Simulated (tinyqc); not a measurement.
From final radius r_f back to temperature of saturation T1: solubility, supersaturation, precipitation and gettering of an impurity in a silicon-like host. Computed by tinyqc, a small Python program. Command: `OMP_NUM_THREADS=1 python tinyqc.py 3001733 3001734 out.jsonl ripen inv`. One thread of a shared host (Intel(R) Xeon(R) Processor @ 2.30GHz), about 0.01 s of CPU time with the checks.

The wafer was saturated at T1 and is then held at T.

Inputs (values chosen for the exercise, modelled on copper in silicon):

| quantity | value | unit |
|---|---|---|
| site density N0 | 5e+22 | 1/cm^3 |
| enthalpy of solution H | 1.51 | eV |
| entropy of solution S | 2.4 | k_B |
| diffusion prefactor D0 | 0.0036 | cm^2/s |
| migration energy Q | 0.423 | eV |
| anneal temperature T | 789 | K |
| sink density n | 1.5e+08 | 1/cm^3 |
| initial sink radius r0 | 35 | nm |
| impurity density in the precipitate C_p | 4.7e+22 | 1/cm^3 |
| interface energy gamma | 0.66 | J/m^2 |
| anneal time t | 19 | s |

Constants: k_B = 8.617333262e-05 eV/K; k_B = 1.380649e-23 J/K.

Method. C_eq(T) = N0 exp(S/k_B - H/(k_B T)); D(T) = D0 exp(-Q/(k_B T)); C0 = C_eq(T1). Supersaturation s = C0/C_eq(T); critical radius r* = 2 gamma/(C_p k_B T ln s); barrier W* = (4 pi/3) gamma r*^2. Strain energy is left out. tau0 = 1/(4 pi n r0 D); C_fixed(t) = C_eq + (C0 - C_eq) exp(-t/tau0). If all excess precipitates, the final radius is r_f = [r0^3 + 3 (C0 - C_eq)/(4 pi n C_p)]^(1/3), with tau_f = 1/(4 pi n r_f D).

Task: A run gave the result below. Find the temperature of saturation T1, known to lie between 1200 and 1400 K.

final radius r_f = 324.1848 nm

Result:

Each step takes the trial c = (a f_b - b f_a)/(f_b - f_a), f being the result less the target and a, b, c the logarithms of the listed values; c replaces end b, the old b replaces a if the sign of f changed, and otherwise f_a is halved.

Scan of the range:

| temperature of saturation T1 (K) | final radius r_f (nm) |
|---|---|
| 1200 | 204.370 |
| 1230 | 230.027 |
| 1260 | 257.484 |
| 1300 | 296.880 |
| 1330 | 328.503 |
| 1360 | 361.887 |
| 1400 | 409.098 |

False position (Illinois rule, in the logarithm of the input) inside the bracket:

| step | end a | end b | trial | final radius r_f (nm) |
|---|---|---|---|---|
| 1 | 1300.00 | 1330.00 | 1325.86 | 324.037 |
| 2 | 1330.00 | 1325.86 | 1326.00 | 324.184 |
| 3 | 1330.00 | 1326.00 | 1326.00 | 324.186 |
| 4 | 1326.00 | 1326.00 | 1326.00 | 324.185 |

Final radius r_f rises at every point of a 13-point scan of the range (every second point is shown), so one value fits; it is bracketed by 1300 and 1330. Answer: temperature of saturation T1 = 1326 K.

Caution: the barrier to homogeneous nucleation is below 35 k_B T for these inputs, so new precipitates would form and outnumber the fixed sinks assumed here.
